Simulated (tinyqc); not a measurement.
From results back to parameters: interband optics of a two-band s-p chain from momentum matrix elements. Five cases, with inputs chosen for the exercise.

Problem. At k = 0 the chain has the gap D0 = Es - Ep_ - 2 (ts + tp), w0 = 4 a^2 V^2, and masses 2c/mc = 2 ts a^2 + 2 w0/D0, 2c/mv = 2 tp a^2 + 2 w0/D0 (c = hbar^2/2m0, mv positive for holes). The oscillator strength there is f0 = w0/(c D0). V, ts and tp are hidden.

Constants: hbar^2/2m0 = 3.80998211 eV angstrom^2.

Case 1.

Values chosen: a = 3.54 angstrom (period).
D0 = 2.0700 eV
f0 = 3.76838

mc, mv (m0): 0.221000  0.201919

Case 2.

Values chosen: a = 4.49 angstrom (period).
D0 = 2.5100 eV
f0 = 19.48243

mc, mv (m0): 0.043931  0.047701

Case 3.

Values chosen: a = 4.12 angstrom (period).
D0 = 5.3200 eV
f0 = 4.50750

mc, mv (m0): 0.176496  0.153554

Case 4.

Values chosen: a = 2.79 angstrom (period).
D0 = 4.3800 eV
f0 = 3.65702

mc, mv (m0): 0.221478  0.237606

Case 5.

Values chosen: a = 4.27 angstrom (period).
D0 = 2.7500 eV
f0 = 3.70942

mc, mv (m0): 0.156511  0.142624

Find: V; ts; tp.

Solution. w0 = f0 c D0 gives V; 1/mc - f0 = ts a^2/c and 1/mv - f0 = tp a^2/c.

Case 1.

V = 0.77 eV
ts = 0.23 eV
tp = 0.36 eV

Case 2.

V = 1.52 eV
ts = 0.62 eV
tp = 0.28 eV

Case 3.

V = 1.16 eV
ts = 0.26 eV
tp = 0.45 eV

Case 4.

V = 1.40 eV
ts = 0.42 eV
tp = 0.27 eV

Case 5.

V = 0.73 eV
ts = 0.56 eV
tp = 0.69 eV

Computed by tinyqc, one run a case: `OMP_NUM_THREADS=1 python tinyqc.py N N+1 out.jsonl` with N = 1650029, 1650161, 1650192, 1650242, 1650284; one thread of a shared Intel(R) Xeon(R) Processor @ 2.30GHz, about 0.02 s a run at most.
